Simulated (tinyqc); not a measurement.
Bond-orbital model of a tetrahedral semiconductor (Harrison's universal couplings): one step. Bond and antibond. Three cases, with inputs chosen for the exercise.

Problem. The 2 x 2 problem [[ehc, -V2], [-V2, eha]] gives (ehc + eha)/2 -/+ sqrt(V2^2 + V3^2); ap = V3/sqrt(V2^2 + V3^2), ac = V2/sqrt(V2^2 + V3^2); the bond has weight (1 + ap)/2 on the anion.

Hybrid level eh = (es + 3 ep)/4; metallic energy V1 = (ep - es)/4 for each atom; covalent energy V2 = 3.22 hbar^2/(m d^2); polar energy V3 = (ehc - eha)/2; hbar^2/m = 2c, c = hbar^2/2m0. Polarity ap = V3/sqrt(V2^2 + V3^2), covalency ac = V2/sqrt(V2^2 + V3^2). p-p coupling at Gamma Exx = (4/3)(2.22 - 2 x 0.63) hbar^2/(m d^2) = 1.28 hbar^2/(m d^2), s-s coupling Ess = 4 x 1.32 hbar^2/(m d^2).

Case 1.

hybrid levels (eV): cation -9.330000, anion -9.330000

V2, V3 (eV): [4.481022, 0.000000]

Case 2.

hybrid levels (eV): cation -6.992500, anion -11.515000

V2, V3 (eV): [4.087678, 2.261250]

Case 3.

hybrid levels (eV): cation -9.417500, anion -13.185000

V2, V3 (eV): [6.868868, 1.883750]

Give: levels; ap; ac; weight on the anion.

Solution.

Case 1.

levels (eV): bond -13.8110, antibond -4.8490

ap = 0.0000
ac = 1.0000
weight on the anion = 0.5000

Case 2.

levels (eV): bond -13.9252, antibond -4.5823

ap = 0.4841
ac = 0.8750
weight on the anion = 0.7420

Case 3.

levels (eV): bond -18.4237, antibond -4.1788

ap = 0.2645
ac = 0.9644
weight on the anion = 0.6322

Computed by tinyqc, one run a case: `OMP_NUM_THREADS=1 python tinyqc.py N N+1 out.jsonl` with N = 1481623, 1481852, 1481984; one thread of a shared Intel(R) Xeon(R) Processor @ 2.30GHz, about 0.01 s a run at most.
